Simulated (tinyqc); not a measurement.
# Worked calculation: capacitance measurement on a leaky thin oxide: effects of series resistance and leakage

Numbers from tinyqc (`OMP_NUM_THREADS=1 python tinyqc.py 2022178 2022179 out.jsonl`; about 0.01 s on one thread of a shared Intel Xeon 2.30GHz). Printed values are rounded.

The device is a capacitance C in parallel with a leakage conductance G, in series with Rs and Ls. An impedance meter reports either a parallel pair (Cp, Gp) from Y = 1/Z = Gp + i w Cp or a series pair (Cs, Rm) from Z = Rm + 1/(i w Cs); w = 2 pi f, dissipation D = Gp/(w |Cp|).

Values chosen for this exercise; values of the order met in thin-oxide MOS capacitors:
- eox = 3.9 (relative permittivity of the gate insulator (close to silicon dioxide))
- tox = 3 nm (insulator thickness)
- A = 10000 um^2 (gate area)
- zc = 0.46 nm (oxide-equivalent thickness added by the accumulation layer)
- zp = 0 nm (oxide-equivalent thickness added by gate depletion)
- Jg = 0.00014 A/cm^2 (gate leakage current density, not matched to the thickness)
- Vs = 0.19 V (voltage for an e-fold rise of the leakage)
- Rs = 8.8 ohm (series resistance)
- Ls = 0 nH (series inductance)
- f = 10000 Hz (measuring frequency)

Constants: eps0 = 8.8541878128e-14 F/cm where lengths are in cm. Results are converted to the units shown.

## True capacitance and conductance

EOT = 3.9 tox/eox; CET = EOT + zc + zp; C = 3.9 eps0 A/CET; G = Jg A/Vs.

EOT = 3 nm
CET = 3.46 nm
C = 99.8015 pF
G = 0.0736842 uS

## What the meter reports

Z = Rs + i w Ls + 1/(G + i w C).

Z = (0.01882-1.59449i) x 1e5 ohm
Cp = 99.8014 pF
Gp = 0.0740302 uS
Cs = 99.8153 pF
D = 0.0118057

Cp is within 0.01 % of C and Cs is 0.014 % above it; G Rs = 6.48e-7, w C Rs = 5.52e-5 and G/(w C) = 0.0118.
